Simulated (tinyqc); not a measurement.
Three regimes over temperature: precursor delivery and alloy composition in metal-organic vapour-phase epitaxy. Computed by tinyqc, a small Python program. Command: `OMP_NUM_THREADS=1 python tinyqc.py 3007278 3007279 out.jsonl movpe walk`. One thread of a shared host (Intel(R) Xeon(R) Processor @ 2.30GHz), about 0.01 s of CPU time with the checks.

Carrier gas leaves each bubbler saturated. Group-III species cross a boundary layer and react at the surface; element 2 can also desorb. The film is (1)_(1-x) (2)_x V with a zinc-blende cell.

Inputs (values chosen for the exercise, close to those used for InGaAs from TMGa and TMIn):
```
quantity                                   value      unit
source 1: a in log10(p/torr) = a - b/T      8.07         -
source 1: b                                 1703         K
source 1: bath temperature                    -2         C
source 1: carrier flow                        11      sccm
source 2: a                                10.52         -
source 2: b                                 3014         K
source 2: bath temperature                    22         C
source 2: carrier flow                        93      sccm
bubbler pressure p_b                        1000      torr
group-V hydride flow                         280      sccm
total flow                                   8.8       slm
reactor pressure p                           200      torr
diffusivity D0 at 273.15 K and 760 torr     0.35    cm^2/s
boundary layer delta                        0.56        cm
prefactor of the surface rate k_s        2.8e+13      cm/s
energy of k_s                               1.93        eV
prefactor of the loss of element 2       5.2e+16  layers/s
energy of the loss                          3.21        eV
lattice constant a                          5.75  angstrom
```

Constants: k_B = 1.380649e-23 J/K; k_B = 8.617333262e-05 eV/K.

Method:
- Temperatures in kelvin are T(C) + 273.15.
- Vapour pressure p_v = 10^(a - b/T); precursor flow = carrier flow x p_v/(p_b - p_v); 1 sccm = 44.615 micromol/min; V/III = hydride flow over the sum of both; gas share x_g = F2/(F1 + F2).
- Partial pressure p_i = p F_i/(44615 x total flow in slm); density n_i = p_i/(k_B T), 1 torr = 133.322 Pa; D = D0 (T/273.15)^1.75 (760/p), h = D/delta, the same for both; k_s = prefactor x exp(-energy/(k_B T)); arrival J_i = n_i/(1/h + 1/k_s); in layers per second g_i = J_i a^2/2 (two group-III sites per a^2 on (001)).
- Loss of element 2 is r x with r = prefactor x exp(-energy/(k_B T)). Then x = (g2 - r x)/(g1 + g2 - r x), or r x^2 - (g1 + g2 + r) x + g2 = 0, smaller root; growth rate G = g1/(1 - x) layers/s; one layer is a/2 thick, 1 angstrom/s = 0.36 um/h.

molar flows (micromol/min): F1 32.1969, F2 8.45456

gas share x_g = 0.207977

Growth:
```
T (C)       k_s/h  r (layers/s)        x  G (um/h)
450    7.6030e-02    2.2124e-06  0.20798    0.4363
500    5.0122e-01    6.1890e-05  0.20797    2.1674
550    2.6097e+00    1.1551e-03  0.20794    4.9190
600    1.1180e+01    1.5419e-02  0.20757    6.5247
650    4.0688e+01    1.5544e-01  0.20436    7.2044
700    1.2904e+02    1.2358e+00  0.18300    7.4210
750    3.6401e+02    8.0233e+00  0.10790    7.0918
800    9.2850e+02    4.3757e+01  0.03312    6.7930
850    2.1710e+03    2.0519e+02  0.00815    6.8562
```

G peaks at 700 C among these rows. Between the first rows the apparent energy is 1.54 eV, against 1.93 eV for k_s, as control is already mixed; k_s passes h between 500 and 550 C, well above which G depends weakly on T until desorption sets in. Among these rows x stays within 2 % of x_g up to 650 C and then falls, to 0.0081 in the last row, as element 2 desorbs. Caution: in these rows, too, a is fixed and both precursors share one D and k_s.

Extremes, crossings and ranges named in words are read from the listed rows.
